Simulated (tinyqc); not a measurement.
Changing the shift s of the chemical potential: self-consistent Fermi level with native defects, at growth and after a quench. Computed by tinyqc, a small Python program. Command: `OMP_NUM_THREADS=1 python tinyqc.py 3025730 3025731 out.jsonl scfermi sweep`. One thread of a shared host (Intel(R) Xeon(R) Processor @ 2.30GHz), about 0.1 s of CPU time with the checks.

Energies are counted from the top of the valence band (VBM); when the gap shrinks with temperature the conduction band moves and the levels stay. The added dopant is taken as fully ionised. D and A draw on one reservoir with opposite signs, as the two vacancies of a compound do.

Inputs (values chosen for the exercise, with bands modelled on CdS):

| quantity | value | unit |
|---|---|---|
| gap E_g at 300 K | 2.53 | eV |
| slope -dE_g/dT above 300 K | 0.00038 | eV/K |
| electron mass m_e | 0.208 | m_0 |
| valleys M_c | 1 | - |
| hole mass m_h | 0.768 | m_0 |
| E_f of the neutral native donor D | 2.678 | eV |
| E_f of the neutral native acceptor A | 2.282 | eV |
| site density N_s | 2e+22 | cm^-3 |
| dopant density N_X | 4.8e+17 | cm^-3 |
| growth temperature T_g | 1310 | K |
| temperature of use T | 300 | K |

Added shallow dopant: acceptor.

levels of D above the VBM, most positive state first (eV): 1.95

levels of A above the VBM, (0/-1) first (eV): 1.22

Constants: m_0 = 9.1093837015e-31 kg; k_B = 1.380649e-23 J/K; h = 6.62607015e-34 J s; k_B = 8.617333262e-05 eV/K.

Method:
- E_f(D, 0) = input + s and E_f(A, 0) = input - s; E_f(q, E_F = 0) follows from the levels, eps(q/q-1) = E_f(q - 1) - E_f(q) at E_F = 0.
- E_g(T) = E_g - slope x max(0, T - 300 K).
- N_c = 2 M_c (2 pi m_e k_B T/h^2)^(3/2) and N_v = 2 (2 pi m_h k_B T/h^2)^(3/2), masses in units of m_0.
- At growth T = T_g.
- n = N_c F_1/2((E_F - E_g)/k_B T), p = N_v F_1/2(-E_F/k_B T).
- F_1/2(eta) = (2/sqrt(pi)) int_0^infinity sqrt(x)/(1 + exp(x - eta)) dx, by the trapezoid rule in t = sqrt(x) with step 0.02 up to t = 12 (for eta < -12 by exp(eta) - exp(2 eta)/2^(3/2)).
- In equilibrium c_q = N_s exp(-(E_f(q, 0) + q E_F)/k_B T).
- Net charge = p - n + sum q c_q - N_X; the log ratio is ln(positive charge/negative charge).
- E_F is the root of the log ratio, by 50 bisections between -0.5 eV and E_g + 0.5 eV.
- After a quench the totals of D and A stay as grown, and each is shared among its charge states with weights exp(-(E_f(q, 0) + q E_F)/k_B T).

One run for each value:

| shift s of the chemical potential (eV) | E_F at growth (eV) | total D (cm^-3) | total A (cm^-3) | E_F after the quench (eV) | n after the quench (cm^-3) | p after the quench (cm^-3) |
|---|---|---|---|---|---|---|
| -0.60 | 1.0751 | 4.7058e+17 | 2.0880e+11 | 0.19368 | 1.3434e-21 | 9.4158e+15 |
| -0.45 | 0.9325 | 4.4068e+17 | 6.6580e+11 | 0.15671 | 3.2147e-22 | 3.9324e+16 |
| -0.30 | 0.8060 | 3.5796e+17 | 2.3912e+12 | 0.12739 | 1.0341e-22 | 1.2204e+17 |
| -0.15 | 0.7163 | 2.0975e+17 | 8.9068e+12 | 0.10675 | 4.6551e-23 | 2.7025e+17 |
| 0.00 | 0.6725 | 8.1841e+16 | 3.3512e+13 | 0.09667 | 3.1512e-23 | 3.9816e+17 |
| 0.15 | 0.6574 | 2.4780e+16 | 1.2643e+14 | 0.09317 | 2.7529e-23 | 4.5522e+17 |
| 0.30 | 0.6530 | 6.8211e+15 | 4.7732e+14 | 0.09216 | 2.6474e-23 | 4.7318e+17 |
| 0.45 | 0.6518 | 1.8254e+15 | 1.8024e+15 | 0.09189 | 2.6195e-23 | 4.7817e+17 |
| 0.60 | 0.6515 | 4.8476e+14 | 6.8065e+15 | 0.09182 | 2.6121e-23 | 4.7952e+17 |

Over the rows, E_F at growth (eV) falls from 1.08 to 0.652; total D (cm^-3) falls from 4.71e17 to 4.85e14; total A (cm^-3) rises from 2.09e11 to 6.81e15. Raising s makes D costlier and A cheaper.

Caution (all rows): in a wide-gap host the dopant, above all an acceptor, may be only partly ionised at the temperature of use; the carrier density is then overstated.
